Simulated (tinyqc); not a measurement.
Changing the lattice temperature T: two-valley model of the transferred-electron effect. Computed by tinyqc, a small Python program. Command: `OMP_NUM_THREADS=1 python tinyqc.py 3019187 3019188 out.jsonl gunn sweep`. One thread of a shared host (Intel(R) Xeon(R) Processor @ 2.30GHz), about 0.02 s of CPU time with the checks.

Both kinds of valley share one electron temperature T_e, and each has a constant mobility.

Inputs (values chosen for the exercise, for a model semiconductor):
```
quantity                       value        unit
central-valley mass m1         0.069         m_0
satellite-valley mass m2         0.3         m_0
satellite valleys Z                4           -
valley separation dE            0.16          eV
central-valley mobility mu1    12000  cm^2/(V s)
satellite-valley mobility mu2    120  cm^2/(V s)
energy relaxation time tau_E     2.1          ps
```

Solver: bisection.

Constants: k_B = 8.617333262e-05 eV/K.

Method. Density-of-states ratio R = Z (m2/m1)^(3/2); n2/n1 = R exp(-dE/(k_B T_e)); mean mobility mu = (mu1 + mu2 n2/n1)/(1 + n2/n1); energy balance e mu F^2 = (3/2) k_B (T_e - T)/tau_E; v = mu F. Using T_e as the parameter, F(T_e) = sqrt(3 k_B (T_e - T)/(2 e mu tau_E)) and v = mu F; find the first maximum and the next minimum of v, and the most negative dv/dF between them.

One run for each value; columns: (1) lattice temperature T (K); (2) peak velocity (1e7 cm/s); (3) threshold field (kV/cm); (4) peak-to-valley ratio; (5) most negative differential mobility (cm^2/(V s)):
```
(1)    (2)    (3)    (4)    (5)
77   1.332  1.523  1.327  -1216
110  1.266  1.528  1.277  -1018
140  1.205  1.547  1.231   -843
200  1.089  1.651  1.141   -520
270  0.969  1.986  1.052   -214
```

Over the rows, peak velocity (1e7 cm/s) falls from 1.33 to 0.969 (exponent d ln y / d ln x -0.14 between the first rows and -0.39 between the last); threshold field (kV/cm) rises from 1.52 to 1.99 (exponent d ln y / d ln x 0.0089 between the first rows and 0.62 between the last); peak-to-valley ratio falls from 1.33 to 1.05 (exponent d ln y / d ln x -0.11 between the first rows and -0.27 between the last). The mobilities are held fixed, so T acts only through T_e - T in the energy balance: a hotter lattice reaches the transfer temperature with less power, and v^2 = (3/2) mu k_B (T_e - T)/(e tau_E) is lower there. Left out: 370, 510, 700 (no negative differential mobility).

Extremes, crossings and ranges named in words are read from the listed rows.
